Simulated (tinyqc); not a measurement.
Static response in three, two and one dimensions: static screening by free carriers.

Lindhard at zero temperature: eps(q)/eps = 1 + (qTF/q)^2 L(x), x = q/(2 kF), L(x) = 1/2 + ((1 - x^2)/(4x)) ln|(1 + x)/(1 - x)|.

kF = 1.21113 1/angstrom
qTF = 1.70706 1/angstrom

x = q/(2 kF). Response over its long-wave value: L3 as above; L2 = 1 for x <= 1 and 1 - sqrt(1 - 1/x^2) beyond; L1 = ln|(1 + x)/(1 - x)|/(2x).

Response:
```
x,L3,L2,L1,"eps(q)/eps, Lindhard 3D",Thomas-Fermi
0.100,0.997,1.000,1.003,50.50,50.67
0.299,0.970,1.000,1.032,6.387,6.555
0.499,0.912,1.000,1.098,2.820,2.995
0.698,0.817,1.000,1.237,1.833,2.019
0.898,0.658,1.000,1.628,1.405,1.616
0.978,0.550,1.000,2.300,1.286,1.519
1.097,0.358,0.589,1.401,1.148,1.413
1.297,0.231,0.363,0.789,1.068,1.295
1.596,0.143,0.221,0.461,1.028,1.195
2.194,0.072,0.110,0.224,1.007,1.103
```

Give the missing row, x = 1.017.

Computed row:
```
x         L3     L2     L1  eps(q)/eps, Lindhard 3D  Thomas-Fermi
1.017  0.460  0.818  2.348                    1.221         1.480
```

Next to x = 1 the table has L3 = 0.550 and 0.460, L2 = 1.000 and 0.818, L1 = 2.300 and 2.348: an infinite slope in 3D, a kink in 2D and a logarithmic peak in 1D, where the whole Fermi surface is joined by 2 kF. These features give Friedel oscillations of period pi/kF = 2.59 angstrom at zero temperature; they wash out once kT nears EF, so this table, for T = 0, describes the gas only where EF is well above kT. Thomas-Fermi overstates eps(q) by 6.2 % at x = 0.499 and by 16.2 % at x = 1.596.

Program tinyqc; command `OMP_NUM_THREADS=1 python tinyqc.py 1681078 1681079 out.jsonl`; about 0.01 s on one thread of a shared Intel(R) Xeon(R) Processor @ 2.30GHz.
